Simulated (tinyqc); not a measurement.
Worked calculation: plane-wave Kohn-Sham cycle with exchange-only LDA in a layered model solid. One step of it, computed by the program tinyqc.

Question. Iteration 1: Hamiltonian at one k. H(m,m') = (k + G_m)^2/2 delta + V(G_m - G_m'), with V(-G) = V(G).

A solid whose potential varies along x alone (atomic units):
```
parameter                      value
period a                   16.500000
cross-section of the cell  35.000000
electrons per cell                 2
grid points                       16
plane waves -n..n, n               3
k points                           3
V1 in V1 cos(2 pi x/a)     -0.440000
V2 in V2 cos(4 pi x/a)      0.040000
```

V(G_m), m = 0, 1, 2, ... (hartree): -0.148987  -0.220000  0.020000  0.000000  0.000000  0.000000  0.000000

k = 0.000000 2 pi / a

Give: H.

Answer.

H (hartree):
```
         -3       -2       -1       +0       +1       +2       +3
-3   0.5035  -0.2200   0.0200   0.0000   0.0000   0.0000   0.0000
-2  -0.2200   0.1410  -0.2200   0.0200   0.0000   0.0000   0.0000
-1   0.0200  -0.2200  -0.0765  -0.2200   0.0200   0.0000   0.0000
+0   0.0000   0.0200  -0.2200  -0.1490  -0.2200   0.0200   0.0000
+1   0.0000   0.0000   0.0200  -0.2200  -0.0765  -0.2200   0.0200
+2   0.0000   0.0000   0.0000   0.0200  -0.2200   0.1410  -0.2200
+3   0.0000   0.0000   0.0000   0.0000   0.0200  -0.2200   0.5035
```
